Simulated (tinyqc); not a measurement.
Worked calculation: three-level Kane dispersion of a narrow-gap semiconductor. Values are carried at full precision from step to step, so a last printed digit may differ when a step is redone from the rounded ones.

Zero of energy at Gamma8, c = hbar^2/2m0, P^2 = Ep c. The free-electron term and remote bands are left out, so the heavy holes are flat at E = 0 and the other three bands obey E (E - Eg)(E + Dso) = P^2 k^2 (E + 2 Dso/3). The conduction band is the highest root; its edge is Ec = max(Eg, 0).

Constants: hbar^2/2m0 = 3.80998211 eV angstrom^2; hbar = 6.58211957e-16 eV s; e^2/(4 pi eps0) = 14.39964547 eV angstrom; muB = 5.788381798e-05 eV/T.

Inputs chosen for the exercise (near those of InAs; shifted at random, so the results belong to these values and not to a real crystal):

| symbol | value | unit | meaning |
|---|---|---|---|
| Eg | 0.434 | eV | E(Gamma6) - E(Gamma8) |
| Dso | 0.41 | eV | spin-orbit splitting |
| Ep | 21.9 | eV | Kane energy |
| k | 0.028 | 1/angstrom | wave vector |
| n | 6.2e+17 | cm^-3 | electron density |
| eps | 12.5 |  | high-frequency dielectric constant |
| B | 3.7 | T | magnetic field |

## The three bands at one k

Expand the equation into E^3 + a2 E^2 + a1 E + a0 = 0 and give its roots; compare with the two-level form (Dso to infinity) E = Eg/2 +/- sqrt(Eg^2/4 + (2/3) P^2 k^2).

P^2 k^2 = 0.065416 eV^2

a2, a1, a0: -0.024000  -0.243356  -0.017880

roots (eV): -0.4382  -0.0758  0.5381

two-level form (eV): -0.0842  0.5182

The two-level form misses the highest root by -19.9 meV. The order is normal: Gamma6 forms the conduction band.

## Mass at the edge and limiting velocity

m0* = Eg (Eg + Dso)/(Ep (Eg + 2 Dso/3)). In the two-level form the velocity tends to v = sqrt(2/3) P/hbar, and |Eg| = 2 m v^2 with m = 3 |Eg|/(2 Ep), as for a relativistic particle. 1 angstrom = 1e-10 m.

m0* = 0.02365 m0
P = 9.1345 eV angstrom
v = 1.133e+06 m/s
k at which the linear part sets in, |Eg|/(2 hbar v) = 0.02910 1/angstrom

## Fermi level and mass at a given density

Degenerate electrons at T = 0: kF = (3 pi^2 n)^(1/3), 1 cm^-3 = 1e-24 angstrom^-3; EF is the highest root at kF. The momentum (cyclotron, optical) mass is m(E) = hbar^2 k/(dE/dk) = c d(k^2)/dE with d(k^2)/dE = k^2 [1/E + 1/(E - Eg) + 1/(E + Dso) - 1/(E + 2 Dso/3)]; the density of states is k d(k^2)/dE/(2 pi^2).

Edge mass m0* = Eg (Eg + Dso)/(Ep (Eg + 2 Dso/3)).

Compare EF - Ec with the parabolic value c kF^2/m0*.

kF = 0.02638 1/angstrom
EF - Ec = 0.0940 eV
parabolic value = 0.1121 eV
m(EF) = 0.03276 m0
m(EF)/m0* = 1.385
density of states at EF = 1.149e+19 1/(eV cm^3)

The parabola overstates EF - Ec by a factor of 1.19; (EF - Ec)/|Eg| = 0.22, and the two-level rule 1 + 2 (EF - Ec)/|Eg| = 1.433 estimates the mass ratio.

## Plasma and cyclotron energies

hbar wp = sqrt(8 pi c (e^2/4 pi eps0) n/(eps m)), hbar wc = 2 muB B/m (classical limit), with m = m(EF) and, for comparison, the edge mass; n in angstrom^-3.

hbar wp with m(EF), with m0* (meV): 45.69  53.78

hbar wc with m(EF), with m0* (meV): 13.08  18.11

hbar wc is not small against EF - Ec = 94.0 meV, so fewer than ten Landau levels are filled and the classical value is only a guide.

## Checks

- Roots of the cubic against the 8 x 8 Kane matrix without remote terms: they agree to 1e-10 or better.
- m(E) near the edge against m0*: both 0.02365.

Program tinyqc; command `OMP_NUM_THREADS=1 python tinyqc.py 1051270 1051271 out.jsonl`; about 0.01 s on one thread of a shared Intel(R) Xeon(R) Processor @ 2.30GHz.
